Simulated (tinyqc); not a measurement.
Free-carrier optics of a doped semiconductor (Drude model with one polar phonon), step by step. Values are carried at full precision from step to step, so a last printed digit may differ when a step is redone from the rounded ones.

eps(E) = ei [1 - Ep^2/(E^2 + i E Gam)] + (es - ei) wT^2/(wT^2 - E^2 - i E gT), with Ep^2 = 8 pi c (e^2/(4 pi eps0)) N/(m ei), c = hbar^2/2m0, N in 1/angstrom^3 (1e-24 per 1/cm^3); Gam = hbar/tau, tau = mu m m0/e with m0/e = 5.685630e-12 kg/C and mu in m^2/(V s). Energies in meV.

Constants: hbar^2/2m0 = 3.80998211 eV angstrom^2; e^2/(4 pi eps0) = 14.39964547 eV angstrom; hbar = 6.58211957e-16 eV s; hbar c = 1973.269805 eV angstrom.

Inputs chosen for the exercise (mass and dielectric values near those of GaN; N and mu are free inputs; interband absorption and the rise of the mass with filling are left out; not measured data): N = 2.2e+17 1/cm^3 (carrier density); m = 0.195 m0 (conductivity mass); mu = 55 cm^2/(V s) (mobility); ei = 5.43 (high-frequency dielectric constant); wT = 69.3 meV (TO phonon); es = 9.83 (static dielectric constant); gT = 0.4 meV (phonon damping); E = 50.4 meV (photon energy).

## Plasma energy and damping

Evaluate Ep, tau, Gam, the plasma wavelength hc/Ep (hc = 1239.841984 eV nm) and the dc resistivity 1/(e N mu), e = 1.602176634e-19 C.

Ep = 16.93 meV
tau = 6.10 fs
Gam = 107.94 meV
plasma wavelength = 73.25 micrometre
rho = 0.516 ohm cm

Ep/Gam = 0.16: the free-carrier part of eps1 has no zero, and the plasma mode is overdamped (Ep/Gam below 1/2).

## Dielectric function at one energy

Insert the numbers.

free-carrier term = -0.1096+0.2348i
eps = 14.6600+0.3180i

## Optical constants

n + i k = sqrt(eps1 + i eps2) with k >= 0; R = ((n - 1)^2 + k^2)/((n + 1)^2 + k^2) at normal incidence from vacuum; alpha = 2 E k/(hbar c), times 1e8 for 1/cm; loss function Im(-1/eps) = eps2/(eps1^2 + eps2^2).

Convert eps at the photon energy E (in meV) into the optical constants.

n = 3.8291
k = 0.0415
R = 0.3433
alpha = 212 1/cm

Light of this energy penetrates 1/alpha = 47.1 micrometre.

## Coupled plasmon-phonon modes

Without damping eps = 0 gives E^4 - (wL^2 + Ep^2) E^2 + Ep^2 wT^2 = 0 with wL = wT sqrt(es/ei) (Lyddane-Sachs-Teller).

wL = 93.24 meV

L-, L+ (meV): [12.49, 93.94]

L+ lies 0.70 meV above the larger of wL and Ep; L- lies below wT by 56.81 meV. The carrier damping, Gam = 107.9 meV, exceeds Ep here, so the plasmon-like mode is strongly broadened and mainly the phonon-like one would be seen.

## Checks

- Integral of E eps2 of the free-carrier term against (pi/2) ei Ep^2 (meV^2): both 2443.6.

Program tinyqc; command `OMP_NUM_THREADS=1 python tinyqc.py 1651367 1651368 out.jsonl`; about 0.01 s on one thread of a shared Intel(R) Xeon(R) Processor @ 2.30GHz.
